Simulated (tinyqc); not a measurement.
# Thin-film transistor with exponential tail and deep states, accumulation layer: effects of single changes

An undoped film in accumulation, thicker than the space-charge layer. With band bending psi the Fermi level lies E0 - psi below the band edge. Free electrons n = n0 exp(psi/Vt) carry the current; electrons in two exponential distributions of traps, a = a0 exp(psi/Va) and d = d0 exp(psi/Vp), do not. Linear regime, ohmic contacts, traps in equilibrium.

Inputs (values chosen for the exercise); values close to those of an organic semiconductor:
- T = 300 K (temperature)
- eps_r = 3.2 (relative permittivity of the semiconductor)
- Nc = 8.5e19 cm^-3 (density of extended states)
- mb = 2.3 cm^2/(V s) (band mobility)
- Nt = 8.8e19 cm^-3 (total density of tail states)
- Tt = 510 K (characteristic temperature of the tail)
- Nd = 3.7e17 cm^-3 (total density of deep states)
- Td = 1100 K (characteristic temperature of the deep states)
- E0 = 0.64 eV (bulk Fermi level below the band edge)
- Ci = 100 nF/cm^2 (gate capacitance)
- WL = 20 (ratio W/L)
- Vd = 0.2 V (drain voltage)
- Vg = 4.2 V (gate voltage above flat band)

Constants: q = 1.602176634e-19 C, kB = 1.380649e-23 J/K, Vt = kB T/q, eps0 = 8.8541878128e-14 F/cm where lengths are in cm. Results are converted to the units shown.

Each table varies one quantity; the others keep the values above.

## Effect of the characteristic temperature of the tail

Va = kB Tt/q, Vp = kB Td/q; n0 = Nc exp(-E0/Vt), a0 = Nt th(T/Tt) exp(-E0/Va), d0 = Nd th(T/Td) exp(-E0/Vp), th(x) = pi x/sin(pi x). G(psi) = sum over the three kinds of c0 [V (exp(psi/V) - 1) - psi], field F = sqrt(2 q G/(eps0 eps_r)); Vg = psi + eps0 eps_r F/Ci at the surface. Total charge Q = Ci (Vg - psi_s); free charge Qf = q times the integral of n0 (exp(psi/Vt) - 1)/F over psi from 0 to psi_s; I = (W/L) mb Qf Vd; effective mobility mb Qf/Q.

Result of one run:

| Tt (K) | E0 - psi_s (eV) | Q (nC/cm^2) | free share (%) | effective mobility (cm^2/(V s)) | I (nA) |
|---|---|---|---|---|---|
| 380 | 0.07182 | 363.2 | 7.725 | 0.1777 | 258.1 |

What becomes of these results when the characteristic temperature of the tail Tt is changed from 380 to 620 K, all else the same?

Result of the changed run:

| Tt (K) | E0 - psi_s (eV) | Q (nC/cm^2) | free share (%) | effective mobility (cm^2/(V s)) | I (nA) |
|---|---|---|---|---|---|
| 620 | 0.08802 | 364.8 | 3.313 | 0.07619 | 111.2 |

The whole series:

| Tt (K) | E0 - psi_s (eV) | Q (nC/cm^2) | free share (%) | effective mobility (cm^2/(V s)) | I (nA) |
|---|---|---|---|---|---|
| 380 | 0.07182 | 363.2 | 7.725 | 0.1777 | 258.1 |
| 420 | 0.07083 | 363.1 | 7.634 | 0.1756 | 255.0 |
| 460 | 0.07225 | 363.2 | 6.917 | 0.1591 | 231.1 |
| 500 | 0.07503 | 363.5 | 5.981 | 0.1376 | 200.0 |
| 540 | 0.07872 | 363.9 | 5.016 | 0.1154 | 167.9 |
| 580 | 0.08309 | 364.3 | 4.114 | 0.09461 | 137.9 |
| 620 | 0.08802 | 364.8 | 3.313 | 0.07619 | 111.2 |
| 660 | 0.09341 | 365.3 | 2.627 | 0.06043 | 88.31 |

As Tt goes from 380 to 660 K, the free share falls from 7.72 to 2.63 %, the distance of the Fermi level from the edge goes from 0.0718 through a minimum of 0.0708 (at Tt = 420 K among the rows listed) to 0.0934 eV and the current falls from 258 to 88.3 nA. Q varies by only 0.62 %: the gate sets the charge, the traps decide how much of it moves. For Tt = 380 to 580 K the th form, which assumes a Fermi level far below the edge, overcounts the filled tail at the surface by more than 15 %.

## Transfer curve

Same model as above.

The last column is d ln I/d ln Vg.

Transfer curve:

| Vg (V) | E0 - psi_s (eV) | Q (nC/cm^2) | free share (%) | effective mobility (cm^2/(V s)) | I (nA) | exponent |
|---|---|---|---|---|---|---|
| 0.17 | 0.5057 | 3.565 | 0.003592 | 8.261e-5 | 0.001178 | 3.264 |
| 0.27 | 0.4405 | 7.049 | 0.01096 | 2.521e-4 | 0.007110 | 4.462 |
| 0.45 | 0.3554 | 16.54 | 0.05287 | 0.001216 | 0.08045 | 4.788 |
| 0.73 | 0.2787 | 36.87 | 0.2093 | 0.004813 | 0.7099 | 4.154 |
| 1.2 | 0.2111 | 77.11 | 0.6627 | 0.01524 | 4.702 | 3.487 |
| 1.9 | 0.1570 | 141.7 | 1.612 | 0.03707 | 21.01 | 3.055 |
| 3.2 | 0.1023 | 266.2 | 3.833 | 0.08816 | 93.88 | 2.707 |
| 5.2 | 0.05608 | 461.6 | 7.705 | 0.1772 | 327.2 | 2.442 |
| 8.4 | 0.01434 | 777.4 | 13.90 | 0.3197 | 994.3 | 2.194 |

What does the table show?

The current rises from 0.00118 to 994 nA and the free share rises from 0.00359 to 13.9 %; the exponent goes from 3.26 through a maximum of 4.79 (at Vg = 0.45 V among the rows listed) to 2.19. If one kind of trap held all the charge, I would go as Q^(2 Tx/T - 1): 6.33 for the deep states, 2.40 for the tail and 1 for free electrons alone. At Vg = 8.4 V the surface Fermi level is within 2 Vt of the band edge, where the exponential forms fail. For Vg = 3.2 to 8.4 V the th form, which assumes a Fermi level far below the edge, overcounts the filled tail at the surface by more than 15 %.

## Effect of the total density of tail states

Same model as above.

Effect of the total density of tail states:

| Nt (cm^-3) | E0 - psi_s (eV) | Q (nC/cm^2) | free share (%) | effective mobility (cm^2/(V s)) | I (nA) |
|---|---|---|---|---|---|
| 2.9e18 | 0.01558 | 357.6 | 74.57 | 1.715 | 2453 |
| 6.8e18 | 0.01996 | 358.0 | 59.83 | 1.376 | 1971 |
| 1.6e19 | 0.02955 | 359.0 | 38.54 | 0.8865 | 1273 |
| 3.6e19 | 0.04676 | 360.7 | 18.57 | 0.4272 | 616.3 |
| 8.3e19 | 0.07372 | 363.4 | 6.253 | 0.1438 | 209.0 |
| 1.9e20 | 0.1062 | 366.6 | 1.731 | 0.03982 | 58.39 |
| 4.4e20 | 0.1413 | 370.1 | 0.4357 | 0.01002 | 14.84 |

What does the table show?

As Nt goes from 2.9e18 to 4.4e20 cm^-3, the free share falls from 74.6 to 0.436 %, the distance of the Fermi level from the edge rises from 0.0156 to 0.141 eV and the current falls from 2450 to 14.8 nA. Q varies by only 3.5 %: the gate sets the charge, the traps decide how much of it moves. For Nt = 2.9e18 to 3.6e19 cm^-3 the surface Fermi level is within 2 Vt of the band edge, where the exponential forms fail. For Nt = 2.9e18 to 1.9e20 cm^-3 the th form, which assumes a Fermi level far below the edge, overcounts the filled tail at the surface by more than 15 %.

Program tinyqc, `OMP_NUM_THREADS=1 python tinyqc.py 2610017 2610018 out.jsonl`; Intel Xeon 2.30GHz, shared host, one thread, about 0.02 s.
